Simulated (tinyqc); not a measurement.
Worked calculation: FCI on RHF in the 3-21g basis, for He, spin multiplicity 1. Computed by tinyqc, a small Python program that keeps every step (integrals from PySCF). Settings: charge = 0, multiplicity = 1, basis = 3-21g, method = RHF, energy threshold = 1e-10, iteration cap = 69, orthogonalisation = symmetric, start = Wolfsberg-Helmholz matrix, DIIS depth = 6, ci = FCI, davidson = 1. Command: `OMP_NUM_THREADS=1 python tinyqc.py 31202 31203 out.jsonl` (the two numbers bound the seeds that draw the settings). One thread of a shared host (Intel(R) Xeon(R) Processor @ 2.60GHz), about 0.1 s of CPU time with the checks. The early iterations of the SCF are left out here.

## One-electron integrals

Geometry (angstrom):
```
atom         x         y         z
He    0.000000  0.000000  0.000000
```

Basis 3-21g: exponents (1/bohr^2) and contraction coefficients of normalised primitives:
```
element  l (shell)   exponent  coefficient
He           s (1)  13.626700     0.175230
He           s (1)   1.999350     0.893482
He           s (2)   0.382993     1.000000
```

Overlap, kinetic and nuclear-attraction integrals over the contracted functions; the nuclear repulsion is the sum of Za Zb / Rab.

nuclear repulsion = 0 hartree

overlap S, order 1He 1s, 1He 2s:
```
[[1.000000, 0.595216],
 [0.595216, 1.000000]]
```

kinetic energy T (hartree), order 1He 1s, 1He 2s:
```
[[3.916124, 0.578949],
 [0.578949, 0.574489]]
```

nuclear attraction V (hartree), order 1He 1s, 1He 2s:
```
[[-5.489688, -2.235292],
 [-2.235292, -1.975129]]
```

core Hamiltonian H = T + V (hartree), order 1He 1s, 1He 2s:
```
[[-1.573565, -1.656343],
 [-1.656343, -1.400640]]
```

## Two-electron integrals

Functions are numbered as in S; the eight-fold symmetry (ij|kl) = (ji|kl) = (kl|ij) leaves the list below.

Two-electron integrals (ij|kl) in chemists' order, unique and non-zero (hartree):
```
(11|11) 1.803255   (21|11) 0.876507   (21|21) 0.452077   (22|11) 0.917008
(22|21) 0.514678   (22|22) 0.698314
```

## Orthogonalisation

S = U s U^T; symmetric (Loewdin) form X = U s^(-1/2) U^T, so that X^T S X = 1.

eigenvalues of S: [0.404784, 1.595216]

X, order 1He 1s, 1He 2s:
```
[[1.181761, -0.390007],
 [-0.390007, 1.181761]]
```

## Starting guess

The start is the generalised Wolfsberg-Helmholz matrix (K = 1.75) built on H; D = 2 C_occ C_occ^T.

D at the start, order 1He 1s, 1He 2s:
```
[[0.761416, 0.618462],
 [0.618462, 0.502347]]
```

## Iteration 8 (converged): orbitals

converged F (hartree), order 1He 1s, 1He 2s:
```
[[-0.070801, -1.118003],
 [-1.118003, -0.499364]]
```

Diagonalise F' = X^T F X, C = X C', fill 1 alpha and 1 beta electrons from the bottom; D = 2 C_occ C_occ^T. Each column has its largest component positive (the first on a tie).

F' = X^T F X (hartree):
```
[[0.855729, -1.468624],
 [-1.468624, 0.322402]]
```

orbital energies (hartree): [-0.903572, 2.081703]

coefficients C, order 1He 1s, 1He 2s:
```
[[0.457919, 1.157140],
 [0.657278, -1.056716]]
```

D after iteration 8, order 1He 1s, 1He 2s:
```
[[0.419379, 0.601960],
 [0.601960, 0.864028]]
```

## Convergence

Stop when the energy changes by less than 1e-10 hartree and every element of the error matrix X^T (F D S - S D F) X is below 3e-06.

Course of the cycle:
```
iteration  E (hartree)     change  largest element of the error matrix
1          -2.72415044          -                             7.79e-01
2          -2.83521850  -1.11e-01                             5.07e-02
3          -2.83567987  -4.61e-04                             4.71e-05
4          -2.83567987  -3.11e-10                             2.19e-05
5          -2.83567987  -4.96e-11                             1.43e-05
6          -2.83567987  -1.65e-11                             1.06e-05
7          -2.83567987  -7.44e-12                             8.44e-06
8          -2.83567987  -1.28e-11                             1.82e-09
```

PySCF RHF in the same basis = -2.83567987 hartree

Converged in 8 iterations.

## Populations

Mulliken: Z minus the diagonal of D S on the atom; Loewdin: the same with S^(1/2) D S^(1/2).

Charges (e):
```
atom  Mulliken  Loewdin
1He   0.000000        0
```

## Integrals over molecular orbitals

(pq|rs) = sum C_ip C_jq C_kr C_ls (ij|kl), one index at a time.

one-electron integrals over orbitals h = C^T H C (hartree):
```
[[-1.932108, -0.319236],
 [-0.319236, 0.379665]]
```

Two-electron integrals over orbitals (pq|rs), unique and non-zero (hartree):
```
(11|11) 1.028537   (21|11) 0.319236   (21|21) 0.261994   (22|11) 0.982016
(22|21) 0.343809   (22|22) 0.998335
```

## FCI: determinants and Hamiltonian

Hartree-Fock energy = -2.83567987 hartree

Slater-Condon rules over spin orbitals, with the nuclear repulsion added and E(HF) subtracted on the diagonal.

Occupation strings over the orbitals (2 doubly, a alpha, b beta, 0 empty; spin orbitals ordered 1a 1b 2a 2b ...): 20 ab ba 02

H - E(HF) between determinants (hartree), order 20, ab, ba, 02:
```
[[0.000000, 0.000000, 0.000000, 0.261994],
 [0.000000, 2.265252, -0.261994, 0.024573],
 [0.000000, -0.261994, 2.265252, -0.024573],
 [0.261994, 0.024573, -0.024573, 4.593344]]
```

## FCI: roots

Diagonalise (each vector has its largest component positive (the first on a tie)); all determinants have Ms = 0, so triplets appear too. The lowest singlet root is the correlation energy.

lowest roots of this matrix, relative to E(HF) (hartree): [-0.014897, 2.003258, 2.526670, 4.608818]

lowest vectors, order 20, ab, ba, 02:
```
[[0.998387, 0.000000, -0.001721, 0.056747],
 [0.000549, 0.707107, 0.707008, 0.011784],
 [-0.000549, 0.707107, -0.707008, -0.011784],
 [-0.056768, 0.000000, -0.016595, 0.998249]]
```

<S^2> of these roots: [0.000000, 2.000000, 0.000000, 0.000000]

weight of the ground state by excitation level 0, 1, 2, ...: [0.996777, 0.000001, 0.003223]
